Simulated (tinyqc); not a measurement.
# Inductance and parasitic capacitance from two readings

Question. A loss-free coil L in parallel with C shows the apparent inductance L/(1 - w^2 L C), w = 2 pi f. Find L, C and the self-resonance 1/(2 pi sqrt(L C)).

apparent inductance at 5 and 11 GHz (nH): 2.1637371  4.6335331

Solution. The inverse of the reading is 1/L - w^2 C, a straight line in w^2.

L = 1.90 nH
C = 65.0 fF
self-resonance = 14.3 GHz

Numbers from tinyqc (`OMP_NUM_THREADS=1 python tinyqc.py 2302113 2302114 out.jsonl`; about 0.01 s on one thread of a shared Intel Xeon 2.30GHz).
